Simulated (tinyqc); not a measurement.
Worked calculation: finite square well with mass mismatch (envelope functions). Values are carried at full precision from step to step, so a last printed digit may differ when a step is redone from the rounded ones.

A square well of width L and depth V0, mass mw inside and mb outside, energies from the bottom of the well, c = hbar^2/2m0. k = sqrt(mw E/c), kappa = sqrt(mb (V0 - E)/c). psi and psi'/m are continuous at the walls (BenDaniel-Duke), so level n solves k L + 2 atan[(k/mw)/(kappa/mb)] = n pi.

Constants: hbar^2/2m0 = 3.80998211 eV angstrom^2.

Inputs chosen for the exercise (near those of a non-polar GaN well in AlN; the results hold for these values, not for the real material): L = 72 angstrom (well width); V0 = 1.845 eV (barrier height); mw = 0.195 m0 (mass in the well); mb = 0.318 m0 (mass in the barrier); alpha_w = 0.18 1/eV (non-parabolicity in the well); alpha_b = 0.27 1/eV (non-parabolicity in the barrier).

## How many levels are bound

At E = V0 the arctangent equals pi/2, so level n is bound if k0 L > (n - 1) pi with k0 = sqrt(mw V0/c). Compare with the infinitely deep well, E1(hard) = c (pi/L)^2/mw.

k0 = 0.30729 1/angstrom
k0 L/pi = 7.0427
number of bound levels = 8
E1(hard) = 0.0372 eV

The count does not depend on mb. One more level binds at L = 81.8 angstrom.

## The lowest level by bisection

f(E) = k L + 2 atan[(k/mw)/(kappa/mb)] - pi rises with E. Twelve halvings of [0, V0]: keep the half in which f changes sign.

Bisection:
```
step  low (eV)  high (eV)  midpoint (eV)        k    kappa        f
1      0.00000    1.84500        0.92250  0.21729  0.27748  14.3162
2      0.00000    0.92250        0.46125  0.15365  0.33985   9.1916
3      0.00000    0.46125        0.23062  0.10864  0.36707   5.5802
4      0.00000    0.23062        0.11531  0.07682  0.37996   3.0267
5      0.00000    0.11531        0.05766  0.05432  0.38624   1.2205
6      0.00000    0.05766        0.02883  0.03841  0.38934  -0.0569
7      0.02883    0.05766        0.04324  0.04704  0.38779   0.6362
8      0.02883    0.04324        0.03604  0.04295  0.38857   0.3071
9      0.02883    0.03604        0.03243  0.04074  0.38895   0.1302
10     0.02883    0.03243        0.03063  0.03959  0.38915   0.0380
11     0.02883    0.03063        0.02973  0.03901  0.38924  -0.0091
12     0.02973    0.03063        0.03018  0.03930  0.38920   0.0146
```

After twelve halvings the bracket is V0/4096 = 0.450 meV wide.

## Bound levels

Solve the condition for each n (six at most). With A = cos(kL/2) for even and sin(kL/2) for odd levels, the probability in the barriers is Pb = (A^2/kappa)/(A^2/kappa + L/2 +/- sin(kL)/(2k)), + for even.

Levels:
```
n  parity  E (eV)  k (1/angstrom)  kappa (1/angstrom)      Pb
1    even  0.0299         0.03912             0.38923  0.0017
2     odd  0.1197         0.07826             0.37948  0.0067
3    even  0.2693         0.11741             0.36265  0.0150
4     odd  0.4788         0.15655             0.33768  0.0268
5    even  0.7477         0.19562             0.30264  0.0432
6     odd  1.0739         0.23444             0.25370  0.0672
```

The lowest level lies at 80 % of the infinite-well value and decays into the barrier over 1/kappa = 2.6 angstrom. Above about 0.5 eV (from level 5 on) a parabolic band is a rough model.

## Mass in the plane and density of states

To first order in the in-plane energy, 1/m_par = (1 - Pb)/mw + Pb/mb for each subband. Each adds a step D = m_par/(2 pi c) to the density of states per area (spin included, one valley); 1/angstrom^2 = 1e16/cm^2.

Subbands:
```
n  m_par (m0)  D (1e13/(eV cm^2))
1      0.1951               8.151
2      0.1955               8.167
3      0.1961               8.193
4      0.1970               8.231
5      0.1983               8.284
6      0.2002               8.363
```

## Levels with energy-dependent masses

Non-parabolic bands: mw is replaced by mw (1 + alpha_w E) and mb by mb (1 - alpha_b (V0 - E)), in k, kappa and the matching condition alike.

Solve the same condition with the energy-dependent masses, and list the shift from the parabolic levels that exist in both.

Levels:
```
n  E (eV)  mass inside  mass outside  shift (meV)
1  0.0316       0.1961        0.1623          1.7
2  0.1239       0.1993        0.1702          4.2
3  0.2706       0.2045        0.1828          1.3
4  0.4634       0.2113        0.1994        -15.5
5  0.6937       0.2193        0.2191        -54.0
6  0.9536       0.2285        0.2415       -120.3
```

Level 1 moves by +1.7 meV and level 6 by -120.3 meV. The lighter mass deep in the barrier hardens the wall for low levels; the heavier mass in the well wins higher up.

## Checks

- Lowest level by finite differences (200 cells across the well) against the matching condition, eV: both 0.0299.

tinyqc: `OMP_NUM_THREADS=1 python tinyqc.py 1280360 1280361 out.jsonl`; about 0.01 s, one thread, shared Intel(R) Xeon(R) Processor @ 2.30GHz.
